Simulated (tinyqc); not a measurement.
Short-channel transistor, virtual-source model with series resistance: two steps of the calculation.

The current per gate width is the charge at the top of the source barrier (the virtual source) times its velocity times a saturation function; al and be are fitting constants of the model. Units: I in uA/um, Rs in ohm um, so I Rs = 1e-6 I Rs in volts; Q in uC/cm^2, so I = 1e-4 Q vx0 Fsat with vx0 in cm/s.

Parameters, values chosen for the exercise: temperature T = 300 K; inversion capacitance Cinv = 2.22 uF/cm^2; velocity at the virtual source vx0 = 6e6 cm/s; apparent mobility mu = 150 cm^2/(V s); channel length L = 20 nm; threshold at zero drain voltage VT0 = 0.46 V; drain-induced barrier lowering dl = 0.121 V/V; subthreshold factor n0 = 1.36; growth of n with drain voltage nd = 0 1/V; threshold shift (in units of Vt) from weak to strong inversion al = 3.5; sharpness of saturation be = 1.8; series resistance of each contact Rs = 30 ohm um; gate voltage Vgs = 1.2 V; drain voltage Vds = 0.6 V.

Constants: q = 1.602176634e-19 C, kB = 1.380649e-23 J/K, Vt = kB T/q. Results are converted to the units shown.

Question 1. Current through the series resistance. Intrinsic voltages Vg' = Vgs - I Rs, Vd' = Vds - 2 I Rs. n = n0 + nd Vd', VT = VT0 - dl Vd', Ff = 1/(1 + exp((Vg' - VT + al Vt/2)/(al Vt))), Q = Cinv n Vt ln(1 + exp((Vg' - VT + al Vt Ff)/(n Vt))), Vdsat = (vx0 L/mu)(1 - Ff) + Vt Ff, Fsat = u/(1 + u^be)^(1/be) with u = Vd'/Vdsat, and I(out) = Q vx0 Fsat per width. (Fsat takes the sign of u.) Newton step: I(new) = I + (I(out) - I)/(1 - s), s = dI(out)/dI by a central difference with +/- 0.001 uA/um.

I at the start = 0 uA/um

Wanted: Vg'; Vd'; VT; Ff; Q; Vdsat; Fsat; I(out); s; I after iteration 1.

Answer 1.

Vg' = 1.2000 V
Vd' = 0.60000 V
VT = 0.38740 V
Ff = 7.6298e-5
Q = 1.8040 uC/cm^2
Vdsat = 0.079996 V
Fsat = 0.98552
I(out) = 1066.7 uA/um
s = -0.051671
I after iteration 1 = 1014.3 uA/um

Question 2. What the series resistance costs. n = n0 + nd Vd', VT = VT0 - dl Vd', Ff = 1/(1 + exp((Vg' - VT + al Vt/2)/(al Vt))), Q = Cinv n Vt ln(1 + exp((Vg' - VT + al Vt Ff)/(n Vt))), Vdsat = (vx0 L/mu)(1 - Ff) + Vt Ff, Fsat = u/(1 + u^be)^(1/be) with u = Vd'/Vdsat, and I = Q vx0 Fsat per width. I0 is the current for Rs = 0. Effective velocity I/Q; transit time L Q/I.

converged I = 1014.0352 uA/um
I0 = 1066.7218 uA/um

Give: loss against I0; effective velocity; transit time.

Answer 2.

loss against I0 = 4.939 %
effective velocity = 5.895e6 cm/s
transit time = 0.3393 ps

The carriers leave the virtual source at 98.3 % of vx0: the device is in saturation.

Program tinyqc, `OMP_NUM_THREADS=1 python tinyqc.py 2380125 2380126 out.jsonl`; Intel Xeon 2.30GHz, shared host, one thread, about 0.01 s.
